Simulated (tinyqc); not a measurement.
Input admittance of a MOSFET at zero drain bias: distributed channel and distributed gate: one step of the calculation.

Source and drain grounded, strong inversion, w = 2 pi f, Cox = eps0 eox/tox. The channel is an RC line of resistance 1/(mu Cox Vo) per square fed from both ends, so one finger has the intrinsic admittance y = i w Cox L tanh(g)/g per width, g = (1/2) sqrt(i w tau), tau = L^2/(mu Vo). The vertical resistance rv/L is in series with y, the overlaps 2 i w Cov in parallel: y_t = 1/(1/y + rv/L) + 2 i w Cov. The gate strip is a line of Rsh/L per length loaded by y_t, so a finger has Y = y_t Wf tanh(k)/k, k = (Wf/sd) sqrt(y_t Rsh/L); the device has Nf Y.

Question. Input impedance of the device. k and Y as defined; Z = 1/(Nf Y) = R + 1/(i w C); Q = |Im Z|/R; signal at the point farthest from a contact |1/cosh k|.

Inputs (values chosen for the exercise); values of the order met in silicon radio-frequency transistors:
```
symbol,value,unit,meaning
L,0.43,um,channel length
Wf,10,um,finger width
Nf,1,,number of fingers
Rsh,29,ohm/square,sheet resistance of the gate
sd,2,,number of ends at which a finger is contacted
f,10,GHz,frequency
```

y_t = 24.62718+437.75887i uS/um

Wanted: k; Nf Y; R; C; Q; signal at the far point.

Answer.

k = 0.62481+0.59065i
Nf Y = 1.1876+3.9856i mS
R = 68.666 ohm
C = 69.064 fF
Q = 3.3560
signal at the far point = 0.93916

Numbers from tinyqc (`OMP_NUM_THREADS=1 python tinyqc.py 2262174 2262175 out.jsonl`; about 0.01 s on one thread of a shared Intel Xeon 2.30GHz).
